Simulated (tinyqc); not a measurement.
Charge neutrality of a doped semiconductor with incomplete ionisation: one step, computed by the program tinyqc. Command: `OMP_NUM_THREADS=1 python tinyqc.py 3025803 3025804 out.jsonl dopant walk`. One thread of a shared host (Intel(R) Xeon(R) Processor @ 2.30GHz), about 0.02 s of CPU time with the checks.

Energies are counted from the top of the valence band; E_D is measured down from the conduction band and E_A up from the valence band.

Question. Gap and effective densities of states. E_g = E_g0 - alpha T^2/(T + beta). N_c = 2 M_c (2 pi m_e k_B T/h^2)^(3/2) and N_v = 2 (2 pi m_h k_B T/h^2)^(3/2), masses in units of m_0. n_i = sqrt(N_c N_v) exp(-E_g/(2 k_B T)); E_i = E_g/2 + (k_B T/2) ln(N_v/N_c).

Inputs (values chosen for the exercise, modelled on 4H-SiC):
```
quantity,value,unit
gap at 0 K E_g0,3.32,eV
Varshni alpha,0.00034,eV/K
Varshni beta,691,K
electron mass m_e,0.397,m_0
valleys M_c,3,-
hole mass m_h,2.07,m_0
temperature T,600,K
```

Doping: p-type. Statistics of the bands: Boltzmann.

Constants: m_0 = 9.1093837015e-31 kg; k_B = 1.380649e-23 J/K; h = 6.62607015e-34 J s; k_B = 8.617333262e-05 eV/K.

Give: gap E_g; N_c; N_v; k_B T; intrinsic density n_i; intrinsic level E_i.

Answer.

gap E_g = 3.225 eV

N_c = 5.326e+19 cm^-3

N_v = 2.114e+20 cm^-3

k_B T = 0.05170 eV

intrinsic density n_i = 3.024e+06 cm^-3

intrinsic level E_i = 1.648 eV
